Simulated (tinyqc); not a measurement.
Gate voltage for a given inversion charge.

Inverse problem. p-type body, charge-sheet picture, depletion and inversion only, full ionisation (an idealisation for deep acceptors), Boltzmann statistics (rough once Na exp(x - xn) passes about Nc/7). In units of Vt: xg = (Vg - Vfb)/Vt, x = psi/Vt, G = gamma/sqrt(Vt), xn = (2 phiF + Vc)/Vt. The implicit equation is (xg - x)^2 = G^2 [x - 1 + exp(x - xn)] for x above about 3. Cox = eps0 eox/tox. ni = sqrt(Nc Nv) exp(-Eg/(2 Vt)), Eg in volts; phiF = Vt ln(Na/ni); gamma = sqrt(2 q eps0 eps_r Na)/Cox. N_inv = (Cox Vt G/q) [sqrt(x - 1 + exp(x - xn)) - sqrt(x - 1)]. Find x - xn, psi and Vg.

Parameters, values chosen for the exercise; band and dielectric values close to those of silicon: temperature T = 300 K; band gap Eg = 1.11 eV; relative permittivity eps_r = 11.6; conduction-band density of states at T Nc = 2.76e19 cm^-3; valence-band density of states at T Nv = 2.61e19 cm^-3; relative permittivity of the gate insulator (close to silicon dioxide) eox = 3.9; insulator thickness tox = 1.7 nm; acceptor density Na = 3.3e17 cm^-3; flat-band voltage Vfb = -0.48 V; channel-body voltage Vc = 0.2 V.

Constants: q = 1.602176634e-19 C, kB = 1.380649e-23 J/K, Vt = kB T/q, eps0 = 8.8541878128e-14 F/cm where lengths are in cm. Results are converted to the units shown.

N_inv = 2.3e10 cm^-2

Answer. N_inv rises steadily with x, so it fixes x; the implicit equation then gives xg directly.

x - xn = -0.113
psi = 1.08 V
Vg = 0.768 V

Numbers from tinyqc (`OMP_NUM_THREADS=1 python tinyqc.py 2122117 2122118 out.jsonl`; about 0.01 s on one thread of a shared Intel Xeon 2.30GHz).
